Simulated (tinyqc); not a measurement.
Surface potential of a MOS transistor: implicit equation and explicit approximations: two steps of the calculation.

p-type body, charge-sheet picture, depletion and inversion only, full ionisation (an idealisation for deep acceptors), Boltzmann statistics (rough once Na exp(x - xn) passes about Nc/7). In units of Vt: xg = (Vg - Vfb)/Vt, x = psi/Vt, G = gamma/sqrt(Vt), xn = (2 phiF + Vc)/Vt. The implicit equation is (xg - x)^2 = G^2 [x - 1 + exp(x - xn)] for x above about 3. Cox = eps0 eox/tox.

Parameters, values chosen for the exercise; band and dielectric values close to those of 4H silicon carbide: temperature T = 300 K; band gap Eg = 3.22 eV; relative permittivity eps_r = 9.52; conduction-band density of states at T Nc = 1.73e19 cm^-3; valence-band density of states at T Nv = 2.52e19 cm^-3; relative permittivity of the gate insulator (close to silicon dioxide) eox = 3.9; insulator thickness tox = 3.1 nm; acceptor density Na = 1.1e17 cm^-3; flat-band voltage Vfb = -0.83 V; channel-body voltage Vc = 0 V; gate-body voltage Vg = 3.28 V.

Constants: q = 1.602176634e-19 C, kB = 1.380649e-23 J/K, Vt = kB T/q, eps0 = 8.8541878128e-14 F/cm where lengths are in cm. Results are converted to the units shown.

Problem 1. Scales. ni = sqrt(Nc Nv) exp(-Eg/(2 Vt)), Eg in volts; phiF = Vt ln(Na/ni); gamma = sqrt(2 q eps0 eps_r Na)/Cox; VT = Vfb + Vt (xn + G sqrt(xn - 1)).

Give: phiF; gamma; G; xn; VT; xg.

Solution 1.

phiF = 1.4744 V
gamma = 0.15474 V^0.5
G = 0.96241
xn = 114.06
VT = 2.3833 V
xg = 158.98

Problem 2. Explicit approximation. Depletion value a = 1 + [sqrt(G^2/4 + xg - 1) - G/2]^2; inversion value b = xn + ln[(xg - xn)^2/G^2 - xn + 1] and first guess y = min(a, b) - ln(1 + exp(-|a - b|)) if a > xn + 1, else b = y = a; one second-order correction with D = exp(y - xn), p = 2 (xg - y) + G^2 (1 + D), w = (xg - y)^2 - G^2 (y - 1 + D): z = y + 2 w/(p + sqrt(p^2 - 2 (2 - G^2 D) w)), or the Newton step z = y + w/p where the root is not real.

G = 0.96241118
xn = 114.06306
xg = 158.98190

Give: a; b; y; p; w; z.

Solution 2.

a = 147.34
b = 121.70
y = 121.70
p = 1988.5
w = -634.54
z = 121.30

The root of the implicit equation is x = 121.315; y misses it by 0.38 and z by -0.013, in units of Vt.

Numbers from tinyqc (`OMP_NUM_THREADS=1 python tinyqc.py 2122078 2122079 out.jsonl`; about 0.01 s on one thread of a shared Intel Xeon 2.30GHz).
